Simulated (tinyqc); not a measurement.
Worked calculation: plane-wave Kohn-Sham cycle with exchange-only LDA in a layered model solid. One step of it, computed by the program tinyqc.

Task: Iteration 2: levels at that k. Diagonalise the Hermitian matrix.

H (hartree), order -2, -1, +0, +1, +2:
```
[[0.158696, -0.097487, 0.000835, -0.000110, 0.000000],
 [-0.097487, -0.069758, -0.097487, 0.000835, -0.000110],
 [0.000835, -0.097487, -0.145910, -0.097487, 0.000835],
 [-0.000110, 0.000835, -0.097487, -0.069758, -0.097487],
 [0.000000, -0.000110, 0.000835, -0.097487, 0.158696]]
```

Give: eigenvalues.

Result:

eigenvalues (hartree): [-0.2591, -0.1064, 0.0000, 0.1945, 0.2029]
